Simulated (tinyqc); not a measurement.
Film and buried-oxide thickness from two coupling ratios.

Inverse problem. In a depleted film -dVT/dVb is k1 = Cs Cbox/(Cox (Cs + Cbox)) for a front channel and k2 = Cbox (Cox + Cs)/(Cox Cs) for a back channel, with Cox = eps0 eox/tox, Cs = eps0 eps_r/ts, Cbox = 3.9 eps0/tb. Find ts and tb.

Parameters, values chosen for the exercise; band and dielectric values close to those of germanium: relative permittivity eps_r = 15.8; relative permittivity of the gate insulator (close to silicon dioxide) eox = 3.9; insulator thickness tox = 1.3 nm.

coupling ratios for a front and a back channel: 0.12008887  0.36239511

Solution. With y = Cox/Cs and z = Cox/Cbox, 1/k1 = y + z and k2 = (1 + y)/z, so y = (k2/k1 - 1)/(1 + k2); the thicknesses follow from y and z.

ts = 7.800 nm
tb = 8.900 nm

Computed by the program tinyqc: `OMP_NUM_THREADS=1 python tinyqc.py 2190120 2190121 out.jsonl`, one thread of a shared Intel Xeon 2.30GHz, about 0.7 s for the whole run.
